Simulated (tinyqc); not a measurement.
# Bias-temperature instability from a Gaussian distribution of capture and emission barriers, step by step

A worked calculation. Computed by tinyqc, a small Python program that keeps every step. Command: `OMP_NUM_THREADS=1 python tinyqc.py 3029019 3029020 out.jsonl bti walk`. One thread of a shared host (Intel(R) Xeon(R) Processor @ 2.30GHz), about 0.01 s of CPU time with the checks. Intermediate numbers are printed to about 5 digits and carried at full precision; extremes and crossings named in words are read from the listed rows.

Each trap has a capture time tau_0 exp(E_c/(k_B T)) under stress and an emission time tau_0 exp(E_e/(k_B T)) after it. E_c is Gaussian, and E_e = E_c + d with d Gaussian and independent. A trap counts as filled once t_s exceeds its capture time and as emptied once t_r exceeds its emission time.

Inputs (values chosen for the exercise, for a model p-channel transistor):

| quantity | value | unit |
|---|---|---|
| shift with all traps filled V_max | 130 | mV |
| mean capture barrier at zero field mu_c | 1.55 | eV |
| spread of capture barriers sigma_c | 0.27 | eV |
| lowering of mu_c per field k_F | 0.065 | eV/(MV/cm) |
| oxide field F | 6.9 | MV/cm |
| mean of E_e - E_c at the stress field, delta | -0.37 | eV |
| spread of E_e - E_c, sigma_d | 0.25 | eV |
| time constant tau_0 | 3e-10 | s |
| temperature T | 85 | C |
| stress time t_s | 50 | s |
| recovery time t_r | 0.8 | s |
| failure criterion | 30 | mV |

Constants: k_B = 8.617333262e-05 eV/K.

## Stress

Demarcation energies E_s = k_B T ln(t_s/tau_0), E_r = k_B T ln(t_r/tau_0); mean barrier mu = mu_c - k_F F; z = (E_s - mu)/sigma_c; Phi is the standard normal distribution. Temperatures in kelvin are T(C) + 273.15. Shift without recovery dV0 = V_max Phi(z); local time exponent n = d ln dV0/d ln t_s = (k_B T/sigma_c) exp(-z^2/2)/(sqrt(2 pi) Phi(z)); apparent activation energy n E_s.

E_s = 0.79748 eV

mean barrier mu = 1.1015 eV

z = -1.1260

shift without recovery dV0 = 16.910 mV

time exponent n = 0.18597

apparent activation energy = 0.14831 eV

The stress has filled 13 % of the traps. The apparent energy 0.148 eV is only the share n of the barriers near 0.80 eV that are being crossed.

## Recovery

Remaining shift dV = V_max int_(-infinity)^(E_s) g(E_c) [1 - Phi((E_r - E_c - delta)/sigma_d)] dE_c, g the Gaussian density of E_c (Gauss-Legendre, 120 points over 7 sigma_c below E_s).

E_r = 0.66985 eV

remaining shift dV = 1.3956 mV

remaining share dV/dV0 = 0.082530

A measurement delay of t_r hides 92 % of the shift. Caution: part of the filled traps have an emission barrier near or below zero, which means only that they empty at once.

## Lifetime

Solve V_max Phi(z) = criterion for t_s; the power-law extrapolation from the stress point is t_s (criterion/dV0)^(1/n); 1 year = 3.15576e7 s.

log10 of the lifetime in s = 3.1796

log10 of the power-law estimate in s = 3.0377

The power law gives a time shorter by 0.14 decades, since n falls as traps fill; ten years is log10 = 8.50.

## What a measurement delay does to the time exponent

Columns: no delay, and delays of 1 us, 1 ms and 1 s.

Shift (mV):

| t_s (s) | no delay | 1 us | 1 ms | 1 s |
|---|---|---|---|---|
| 1.00e+00 | 7.519 | 3.139 | 1.171 | 0.255 |
| 1.00e+01 | 12.363 | 6.270 | 2.709 | 0.704 |
| 1.00e+02 | 19.188 | 11.351 | 5.600 | 1.718 |
| 1.00e+03 | 28.164 | 18.765 | 10.405 | 3.722 |
| 1.00e+04 | 39.182 | 28.559 | 17.507 | 7.202 |
| 1.00e+05 | 51.808 | 40.345 | 26.886 | 12.525 |
| 1.00e+06 | 65.313 | 53.347 | 38.025 | 19.729 |
| 1.00e+07 | 78.796 | 66.568 | 49.997 | 28.394 |

Between 10 and 1000 s the apparent exponent is 0.179 without delay, 0.238 at 1 us, 0.292 at 1 ms and 0.362 at 1 s: a slow measurement loses more of a short stress than of a long one, which steepens the curve. Without delay the exponent falls from 0.216 to 0.082 over the table, so the growth is not a true power law. Caution: step-function filling and one Gaussian population are simplifications; real devices show several populations.

Checks made by the program: time exponent against a finite difference (relative difference 1e-10).
